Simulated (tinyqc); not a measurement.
Circular transfer-length structure: effect of the inner radius.

A disc contact of radius r0 and a very wide ring contact from r1 = r0 + sp outwards lie on a thin layer; the metal has no resistance and the sheet resistance under the contacts equals Rsh.

Transfer length Lt = sqrt(rc/Rsh). R = (Rsh/2 pi) [(Lt/r0) I0(r0/Lt)/I1(r0/Lt) + ln(r1/r0) + (Lt/r1) K0(r1/Lt)/K1(r1/Lt)] with modified Bessel functions; for r0 >> Lt both ratios tend to 1.

Values chosen for this exercise:

| symbol | value | unit | meaning |
|---|---|---|---|
| Rsh | 1200 | ohm/sq | sheet resistance of the semiconductor layer |
| rc | 7e-8 | ohm cm^2 | specific contact resistivity |
| sp | 0.11 | um | gap between the contacts |

Effect of the inner radius:
```
r0 (um)	r0/Lt	inner contact (ohm)	rc/(pi r0^2) (ohm)	Rsh Lt/(2 pi r0) (ohm)
0.034	0.44516	1974.8	1927.5	429.02
0.062	0.81177	626.14	579.65	235.27
0.11	1.4402	228.24	184.15	132.61
0.21	2.7495	87.968	50.525	69.461
0.37	4.8444	44.314	16.276	39.424
0.67	8.7724	23.133	4.9636	21.771
1.2	15.712	12.562	1.5473	12.156
2.2	28.805	6.7486	0.46037	6.6304
```

What does the table show?

The inner contact goes as r0^(-1.91) between the first two rows, where it is 2.5 % above rc over the area, and as r0^(-1.03) between the last two, where it is 1.8 % above the rim form: a small disc uses its whole area, a large one only a rim of width Lt.

tinyqc, about 0.01 s, one thread, Intel Xeon 2.30GHz (shared host): `OMP_NUM_THREADS=1 python tinyqc.py 2760153 2760154 out.jsonl`
